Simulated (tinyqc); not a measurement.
Worked calculation: coherent transport through a tight-binding region between two chains. One step of it, computed by the program tinyqc.

Problem. Transmission at E = 0.11 eV. Surface Green function g = (E - i sqrt(4 t^2 - E^2)) / (2 t^2); self-energy tc^2 g on each contact site; G = (E - H - Sigma)^(-1); Gamma = -2 Im Sigma; T = Gamma_L Gamma_R |G_LR|^2; local density of states -Im G_ii / pi.

H of the central region (eV):
```
           1          2          3          4          5          6
1  -0.300000  -1.070000   0.000000   0.000000   0.000000   0.000000
2  -1.070000   0.820000  -1.390000   0.000000   0.000000   0.000000
3   0.000000  -1.390000   0.620000  -1.830000   0.000000   0.000000
4   0.000000   0.000000  -1.830000   0.410000  -1.830000   0.000000
5   0.000000   0.000000   0.000000  -1.830000  -0.290000  -1.830000
6   0.000000   0.000000   0.000000   0.000000  -1.830000  -0.790000
```

Leads: semi-infinite chains with site energy 0:
```
parameter                           value
lead hopping t (eV)              2.280000
coupling to the left lead (eV)   0.910000
coupling to the right lead (eV)  1.390000
left contact site                       1
right contact site                      6
```

E = 0.110000 eV

Give: g; G; local density of states; transmission.

Solution.

g = 0.0106-0.4385i 1/eV

G (1/eV):
```
                 1                2                3                4
1   0.2480-0.3289i   0.7300+0.0392i   0.1819+0.2732i  -0.5038+0.0464i
2   0.7300+0.0392i  -0.2604-0.2624i   0.0245-0.1642i   0.2046+0.1536i
3   0.1819+0.2732i   0.0245-0.1642i  -0.1275-0.2941i   0.4923+0.0427i
4  -0.5038+0.0464i   0.2046+0.1536i   0.4923+0.0427i  -0.0182-0.1047i
5  -0.2645-0.2656i   0.0091+0.1893i   0.2082+0.3012i   0.0511-0.0599i
6   0.5616+0.0117i  -0.2066-0.1949i  -0.5378-0.1086i   0.0071+0.1178i

                 5                6
1  -0.2645-0.2656i   0.5616+0.0117i
2   0.0091+0.1893i  -0.2066-0.1949i
3   0.2082+0.3012i  -0.5378-0.1086i
4   0.0511-0.0599i   0.0071+0.1178i
5  -0.1999-0.3110i   0.5390+0.1279i
6   0.5390+0.1279i  -0.1249-0.1458i
```

local density of states (1/eV): 0.1047  0.0835  0.0936  0.0333  0.0990  0.0464

transmission = 0.3882
